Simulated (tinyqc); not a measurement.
## Density and mobility of a removed layer (differential Hall)

Inverse problem. For layers in parallel the sheet conductance g = 1/Rs and the product g mu_H (mu_H signed, unit Hall factors) are additive. Find the sheet density and mobility of the layer that was removed, and its share of the conductance.

Constants: q = 1.602176634e-19 C. Results are converted to the units shown.

Rs before and after removing the top layer (ohm/square): 1179.8694  1950.4716
apparent mobility before and after, signed (cm^2/(V s)): 642.44802  1000

Solution. The differences give g1 = q n mu and g1 mu = q n mu^2; their ratio is mu and g1^2/(q g1 mu) is n.

sheet density = 2.200e13 cm^-2
mobility = 95.00 cm^2/(V s)
share of the conductance = 39.51 %

tinyqc, about 0.01 s, one thread, Intel Xeon 2.30GHz (shared host): `OMP_NUM_THREADS=1 python tinyqc.py 2850117 2850118 out.jsonl`
